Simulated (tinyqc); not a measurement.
Short-period [001] superlattice in sp3s* tight binding, step by step. Values are carried at full precision from step to step, so a last printed digit may differ when a step is redone from the rounded ones.

sp3s* tight binding, nearest neighbours only: anion (a) at 0, cation (c) at a/4 (1,1,1), orbitals s, px, py, pz, s* on each; k in units of 2 pi/a. With phases e_j = exp(i (pi/2) k.n_j) for n = (1,1,1), (1,-1,-1), (-1,1,-1), (-1,-1,1): g0 = (e1+e2+e3+e4)/4, g1 = (e1+e2-e3-e4)/4, g2 = (e1-e2+e3-e4)/4, g3 = (e1-e2-e3+e4)/4. The diagonal holds the levels Esa, Epa, Exa (s*) and Esc, Epc, Exc. Anion-cation block: <sa|sc> = Vss g0; <sa|xc> = Vsapc g1; <xa|sc> = -Vscpa g1; <xa|xc> = Vxx g0; <xa|yc> = <ya|xc> = Vxy g3, <xa|zc> = <za|xc> = Vxy g2, <ya|zc> = <za|yc> = Vxy g1; <s*a|xc> = Vxapc g1; <xa|s*c> = -Vpaxc g1; y and z take g2 and g3 in place of g1; s-s* and s*-s* vanish.

Values chosen for the exercise (A near a published set for GaAs, B for AlAs; not measured data): pA = (-8.32, 1.044, -2.66, 3.668, 8.601, 6.749, -6.438, 1.958, 5.078, 4.487, 5.8, 4.845, 4.808) eV (order Esa, Epa, Esc, Epc, Exa, Exc, Vss, Vxx, Vxy, Vsapc, Vscpa, Vxapc, Vpaxc); pB = (-7.513, 0.983, -1.166, 3.581, 7.475, 6.735, -6.647, 1.879, 4.302, 5.109, 5.482, 4.528, 5.007) eV (the same for B); dEv = 0.45 eV (valence offset: Ev(B) lies this far below Ev(A)); n = 1 (monolayers of A); m = 1 (monolayers of B).

## Band line-up of the two bulk crystals

Edges on the common scale: Ev, the conduction level at Gamma, the minimum on (kx,0,0) for kx from 0.5 to 1, and the level at X.

Edges (eV):
```
crystal       Ev   Gamma  Delta minimum       X
A         0.0000  1.5435         2.0372  2.0372
B        -0.4500  2.5785         1.8093  1.8420
```

For Gamma electrons A is the well, 1.035 eV deep; for X electrons B is, 0.195 eV deep; holes sit in A.

## Shifted levels

Planes alternate anion, cation along [001], a/4 apart; at zero in-plane momentum s, pz, s* form one block. All levels of A are shifted so that its Ev (lower root of [[Epa, Vxx], [Vxx, Epc]]) is 0, and those of B so that its Ev is -dEv. A monolayer is an anion plane and the cation plane above it; an anion between unlike cations takes the mean of the two anion levels; each bond takes the couplings of its cation. Block from an anion to the cation above: U with Vss/2 (s,s), Vsapc/2 (s,z), -Vscpa/2 (z,s), Vxx/2 (z,z), Vxapc/2 (s*,z), -Vpaxc/2 (z,s*); to the cation below: the same with the s-z and s*-z signs reversed. The cell of n + m monolayers is closed with the phase exp(2 pi i q). No spin-orbit coupling. In this block 2 (n + m) levels are filled.

Parameters in the order Esa, Epa, Esc, Epc, Exa, Exc, Vss, Vxx, Vxy, Vsapc, Vscpa, Vxapc, Vpaxc. Find Ev of each set and shift the levels.

Ev before the shift (eV): A -0.0009, B -0.0023

Levels (eV):
```
plane                  s       p      s*
anion A          -8.3191  1.0449  8.6019
cation A         -2.6591  3.6689  6.7499
anion B          -7.9607  0.5353  7.0273
cation B         -1.6137  3.1333  6.2873
interface anion  -8.1399  0.7901  7.8146
```

## The matrix for n = 1, m = 1 at q = 0

Planes in the order a1, c1, a2, c2, ...; the A cations come first.

H (eV), lower triangle:
```
        sa1     za1     *a1     sc1     zc1    *c1     sa2     za2    *a2     sc2    zc2    *c2
sa1  -8.140
za1       0   0.790
*a1       0       0   7.815
sc1  -3.219  -2.900       0  -2.659
zc1   2.244   0.979   2.422       0   3.669
*c1       0  -2.404       0       0       0  6.750
sa2       0       0       0  -3.219  -2.244      0  -8.140
za2       0       0       0   2.900   0.979  2.404       0   0.790
*a2       0       0       0       0  -2.422      0       0       0  7.815
sc2  -3.324   2.741       0       0       0      0  -3.324  -2.741      0  -1.614
zc2  -2.554   0.940  -2.264       0       0      0   2.554   0.940  2.264       0  3.133
*c2       0   2.503       0       0       0      0       0  -2.503      0       0      0  6.287
```

## Levels of the small cell

Diagonalise (s, pz, s* block of a cell with n = 1, m = 1; px and py are apart). The lowest 4 levels are filled. Give the share of the cation weight of the lowest empty level that lies on the A cations, c1.

levels (eV): -12.344  -10.038  -7.236  -0.223  1.912  1.944  2.450  4.417  6.523  7.815  10.110  11.168

share on A cations = 0.816

The lowest empty level is number 5, at 1.912 eV.

## Checks

- Cell of two equal monolayers against the bulk levels at Gamma and X: they agree to 1e-10 or better.

(tinyqc, `OMP_NUM_THREADS=1 python tinyqc.py 1450448 1450449 out.jsonl`, Intel(R) Xeon(R) Processor @ 2.30GHz, 1 thread, shared host, about 0.4 s.)
